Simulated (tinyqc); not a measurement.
Gain against bias and Miller's formula: avalanche multiplication and breakdown of a junction from ionisation integrals. Computed by tinyqc, a small Python program. Command: `OMP_NUM_THREADS=1 python tinyqc.py 3014632 3014633 out.jsonl impact walk`. One thread of a shared host (Intel(R) Xeon(R) Processor @ 2.30GHz), about 0.01 s of CPU time with the checks.

Ionisation coefficients follow the local field. Position x runs through the depletion layer from the p side (x = 0), where electrons enter, to the n side (x = w), where holes enter. The built-in voltage is neglected.

Inputs (values chosen for the exercise, modelled on GaN):

| quantity | value | unit |
|---|---|---|
| electron prefactor a_n | 4.63e+08 | 1/cm |
| electron field b_n | 3.36e+07 | V/cm |
| hole prefactor a_p | 7.61e+06 | 1/cm |
| hole field b_p | 1.51e+07 | V/cm |
| exponent c | 1 | - |
| permittivity eps | 9.7 | - |
| layer width W | 1.1 | micrometre |

Junction: p-i-n with uniform field.

Constants: e = 1.602176634e-19 C; eps_0 = 8.8541878128e-12 F/m.

Method:
- alpha_n = a_n exp(-(b_n/F)^c), alpha_p = a_p exp(-(b_p/F)^c).
- Uniform field F = F_m, w = W, V = F_m W.
- With Phi(x) = int_0^x (alpha_n - alpha_p) dx': 1 - 1/M_n = I_n = int_0^w alpha_n exp(-Phi) dx and M_p = M_n exp(-Phi(w)); trapezoid rule on 401 even points; breakdown at I_n = 1.
- Solve I_n(F_m) = 1.
- Miller's exponent n is defined by 1 - 1/M = (V/V_B)^n for the larger M.

breakdown voltage = 294.615 V

critical field F_m = 2.67832 MV/cm

Gain:

| V/V_B | V (V) | F_m (MV/cm) | M_n | M_p | Miller exponent n |
|---|---|---|---|---|---|
| 0.50 | 147.31 | 1.3392 | 1.0000 | 1.011 | 6.5658 |
| 0.60 | 176.77 | 1.6070 | 1.0000 | 1.072 | 5.2876 |
| 0.70 | 206.23 | 1.8748 | 1.0010 | 1.305 | 4.0760 |
| 0.80 | 235.69 | 2.1427 | 1.0117 | 2.079 | 2.9396 |
| 0.90 | 265.15 | 2.4105 | 1.1206 | 5.269 | 1.9973 |
| 0.95 | 279.88 | 2.5444 | 1.4803 | 12.351 | 1.6460 |
| 0.98 | 288.72 | 2.6248 | 2.7411 | 33.936 | 1.4805 |
| 0.99 | 291.67 | 2.6515 | 4.9132 | 69.936 | 1.4330 |

What follows from these numbers?

The larger gain passes 2 between 0.700 and 0.800 of V_B and reaches 69.9 at 0.99. Miller's exponent runs from 1.4 to 6.6, so it is not a constant: a fit holds over a narrow range only. From the first row to the last the voltage grows by a factor 1.98 and the peak field by 1.98.

Extremes, crossings and ranges named in words are read from the listed rows.
